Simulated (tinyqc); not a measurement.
Strain-driven roughening and islands of a mismatched epitaxial film: one step, computed by the program tinyqc. Command: `OMP_NUM_THREADS=1 python tinyqc.py 3002145 3002146 out.jsonl island walk`. One thread of a shared host (Intel(R) Xeon(R) Processor @ 2.30GHz), about 0.01 s of CPU time with the checks.

Film and substrate share isotropic elastic constants; the film is coherent and biaxially strained.

Task: Which shape at the volume V. Shallow faceted island (Tersoff form): E = 4 Gam V^(2/3) tan^(1/3)(theta) - 6 c V tan(theta), Gam = gamma [x/sin(theta) - 1/tan(theta)], x the facet energy over gamma, c = stress^2 (1 - nu)/(2 pi G). The two energies cross at V_x^(1/3) = 4 [Gam_2 t2^(1/3) - Gam_1 t1^(1/3)]/(6 c (t2 - t1)), t = tan(theta); mu = dE/dV.

Inputs (values chosen for the exercise, modelled on Ge on Si):
```
quantity,value,unit
shear modulus G,51.2,GPa
Poisson ratio nu,0.25,-
surface energy gamma,1.03,J/m^2
contact angle of the shallow shape theta_1,12.1,degrees
contact angle of the steep shape theta_2,30.2,degrees
facet energy of shape 1 over gamma,1.007,-
facet energy of shape 2 over gamma,1.001,-
island volume V,11000,nm^3
```

stress = 6.912 GPa

Gam of shape 2 = 0.2799630 J/m^2

Gam of shape 1 = 0.1435620 J/m^2

c = 0.1113830 GPa

Constants: e = 1.602176634e-19 C.

Give: E of shape 1; E of shape 2; crossing volume V_x; jump of mu at V_x, shape 2 less shape 1.

Result:

E of shape 1 = -8775 eV

E of shape 2 = -23818 eV

crossing volume V_x = 13.94 nm^3

jump of mu at V_x, shape 2 less shape 1 = -81.90 MJ/m^3

At V the steep shape is lower. At V_x the chemical potential drops, so islands that have turned steep grow at the cost of the shallow ones. Caution: a critical island of a few cubic nanometres holds a few hundred atoms at most, and edge energies, left out here, matter. Caution: the shallow-slope form overstates the relaxation of facets steeper than about 25 degrees.
